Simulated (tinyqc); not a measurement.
Planar metal-insulator-metal capacitor: capacitance, non-linearity, leakage and relaxation: one step of the calculation.

A film between two metal electrodes, each interface adding a series capacitance ci. The small-signal permittivity is ek (1 + aq E^2); the field is found with the linear permittivity. Leakage J = J0 sinh(E/Ef). After a voltage step the film passes a relaxation current kr C V tt^(-nr), tt being the time in seconds.

Problem. Planar capacitance, field and non-linearity. Planar film: Cf = eps0 ek/t, 1/C = 1/Cf + 2/ci, EOT = 3.9 eps0/C, effective permittivity C t/eps0, E = (V/t) C/Cf; quadratic coefficient [C(V)/C - 1]/V^2 with Cf (1 + aq E^2) in C(V).

Parameters, values chosen for the exercise; permittivity of the order of that of strontium titanate:
```
symbol    value       unit                                                             meaning
ek          161                                              relative permittivity of the film
t             7         nm                                                      film thickness
ci         1000    uF/cm^2  capacitance of each electrode interface (dead layer and screening)
aq       -0.028  cm^2/MV^2                     quadratic field coefficient of the permittivity
V           0.7          V                                                                bias
J0      5.4e-10     A/cm^2                                                   leakage prefactor
Ef         0.31      MV/cm                             field for an e-fold rise of the leakage
```

Constants: eps0 = 8.8541878128e-14 F/cm where lengths are in cm. Results are converted to the units shown.

Give: Cf; C; EOT; effective permittivity; E; quadratic coefficient; J.

Solution.

Cf = 20.36 uF/cm^2
C = 19.57 uF/cm^2
EOT = 0.1765 nm
effective permittivity = 154.7
E = 0.9609 MV/cm
quadratic coefficient = -5.074e4 ppm/V^2
J = 5.979e-9 A/cm^2

The interfaces take 3.91 % of the voltage.

Program tinyqc, `OMP_NUM_THREADS=1 python tinyqc.py 2102034 2102035 out.jsonl`; Intel Xeon 2.30GHz, shared host, one thread, about 0.01 s.
